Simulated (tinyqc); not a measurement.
Inside a calculation. Model: read current of a NAND string, cells in series solved by shooting.

tinyqc, about 0.8 s, one thread, Intel Xeon 2.30GHz (shared host): `OMP_NUM_THREADS=1 python tinyqc.py 2142083 2142084 out.jsonl` Printed values are rounded.

Cells in series, numbered from 0 at the source line (0 V) to the bit line, each followed by a gap resistance Rg. A cell with gate Vg, threshold VT, source Vs and drain Vd passes I = 2 nf K Vt^2 [F(Vs) - F(Vd)]/(1 + th max(Vg - VT, 0)), F(V) = ln^2(1 + exp((Vg - VT - nf V)/(2 nf Vt))). The selected cell has Vg = Vr, the others Vg = Vp.

Parameters, values chosen for the exercise; values of the order met in vertical NAND strings: temperature T = 358 K; gain factor of a cell K = 16 uA/V^2; slope factor nf = 2.1; mobility reduction factor th = 0.1 1/V; resistance of the gap between cells Rg = 6.8 kohm; bit-line voltage Vbl = 0.3 V; pass voltage Vp = 7.1 V; read voltage on the selected word line Vr = 1.87 V.

Constants: q = 1.602176634e-19 C, kB = 1.380649e-23 J/K, Vt = kB T/q. Results are converted to the units shown.

## Step 1: node voltages for a trial current

first trial current = 0.64 uA
thresholds from the source end, cell 0 to 3 (V): [3.6, -1, 1.1, -1]

For a trial current I start at 0 V and, cell by cell (the selected one is cell 2), solve for the drain: sqrt(F(Vd)) = sqrt(F(Vs) - I/k), k = 2 nf K Vt^2/(1 + th max(Vg - VT, 0)), Vd = [Vg - VT - 2 nf Vt ln(exp(sqrt F) - 1)]/nf, then add I Rg.

node voltage after each cell and gap, trial 1, cell 0 to 3 (V): [0.01985265, 0.03319971, 0.1066148, 0.1201705]

## Step 2: node voltages for a trial current

second trial current = 1.2 uA

As before.

node voltage after each cell and gap, trial 2, cell 0 to 3 (V): [0.03734408, 0.06246484, 0.2573806, 0.2835432]

## Course of the secant iteration

Secant steps on the end voltage less Vbl, from the two trials; a trial above the saturation current of a cell has no solution and is moved halfway to the previous trial. Stop below 1e-9 V.

Course of the iteration:
```
iteration    I (uA)  end voltage - Vbl (V)  halvings
1          1.256410                 0.0134         0
2          1.231104               -9.73e-4         0
3          1.232818               -5.75e-5         0
4          1.232926                2.48e-7         0
5          1.232926              -6.33e-11         0
```

Converged in 5 iterations to I = 1.2329 uA. The selected cell takes 66.8 % of the bit-line voltage and the gaps together 11.2 %.
